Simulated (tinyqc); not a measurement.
Inside a calculation: polytypes by hexagonality, and a cubic inclusion as a quantum well. Values are carried at full precision from step to step, so a last printed digit may differ when a step is redone from the rounded ones.

A layer is h if its two neighbours in the periodic sequence sit on the same site, k otherwise; the hexagonality h is the share of h layers.

Constants: hbar^2/2m0 = 3.80998211 eV angstrom^2.

Values chosen for the exercise (of the order of those of SiC; shifted at random, so the results belong to these values and not to a real crystal):
- E3 = 2.399 eV (gap of the cubic polytype)
- E2 = 3.328 eV (gap of 2H)
- Ev2 = 0.155 eV (valence top of 2H above that of 3C)
- P2 = -0.0466 C/m^2 (spontaneous polarisation of 2H)
- Es = 3.248 eV (gap at the hexagonality hs)
- hs = 0.5 (hexagonality up to which the first line holds)
- m = (0.292, 0.349) m0 (electron mass along c in the cubic layer and in the host)
- d = 2.526 angstrom (thickness of a double layer)
- eps = 10 (dielectric constant)
- N = 4 (double layers in the cubic inclusion)

## Hexagonality

Stacking sequences:

| polytype | sequence |
|---|---|
| 6H | ABCACB |
| 4H | ABCB |
| 8H | ABCABACB |
| 10H | ABCABCBACB |
| 2H | AB |

Give the h/k string and h of each.

Hexagonality:

| polytype | h/k string | h |
|---|---|---|
| 6H | hkkhkk | 0.3333 |
| 4H | hkhk | 0.5000 |
| 8H | hkkkhkkk | 0.2500 |
| 10H | hkkkkhkkkk | 0.2000 |
| 2H | hh | 1.0000 |

## Gaps and band edges

Gap: E3 + (Es - E3) h/hs for h up to hs, then linear from Es to E2 at h = 1. Valence top Ev2 h and polarisation P2 h, both counted from 3C; Ec = Ev + gap.

Evaluate for each polytype.

Results:

| polytype | gap (eV) | Ev (eV) | Ec (eV) | P (C/m^2) |
|---|---|---|---|---|
| 6H | 2.9650 | 0.0517 | 3.0167 | -0.01553 |
| 4H | 3.2480 | 0.0775 | 3.3255 | -0.02330 |
| 8H | 2.8235 | 0.0387 | 2.8622 | -0.01165 |
| 10H | 2.7386 | 0.0310 | 2.7696 | -0.00932 |
| 2H | 3.3280 | 0.1550 | 3.4830 | -0.04660 |

The widest gap is that of 2H, the narrowest that of 10H. Ev and Ec both rise with h, so 3C collects electrons and the more hexagonal side holes: a staggered line-up.

## The bound level without the field

A cubic inclusion of width L = N d in the host (h = 0.5) is a well of depth V = Ec(host) - Ec(3C). Square well with mass mismatch: k tan(k L/2) = (m_w/m_b) q, k = sqrt(m_w E/c), q = sqrt(m_b (V - E)/c), c = hbar^2/2m0, lowest root. The depth of the level, V - E, is its binding, and the transition to the valence top of the host is gap(host) - (V - E). The step in polarisation gives a field |F| = |P|/(eps eps0) in a thin inclusion, eps0 = 8.8541878e-12 F/m.

Give V, L, the level E, its depth below the host conduction edge and the transition to the valence top of the host, gap(host) - (V - E).

V = 0.9265 eV
L = 10.104 angstrom
E above the bottom = 0.3665 eV
depth below the host edge = 0.5600 eV
transition = 2.6880 eV

The level keeps 60 % of the well depth. The transition lies above the gap of 3C itself (2.399 eV). At a few layers the effective-mass picture is only a guide.

## The polarisation field

Give |F|, the drop |F| L, the bound charge |P|/e per cm^2 (e = 1.602176634e-19 C), and, as a first estimate, the shift -|F| L/2 of the transition for an electron centred in the layer and a hole in the host on the high side.

|F| = 2.632 MV/cm
drop = 265.9 meV
bound charge = 1.45e+13 cm^-2
estimated shift = -132.9 meV

The drop is 29 % of the well depth. The host edge on the low side sinks by 133 meV against the centre, less than the 560 meV by which the flat well binds.

## Checks

- Square-well root against finite differences on a grid of 0.5 angstrom (eV): both 0.366.

Program tinyqc; command `OMP_NUM_THREADS=1 python tinyqc.py 1851273 1851274 out.jsonl`; about 0.05 s on one thread of a shared Intel(R) Xeon(R) Processor @ 2.30GHz.
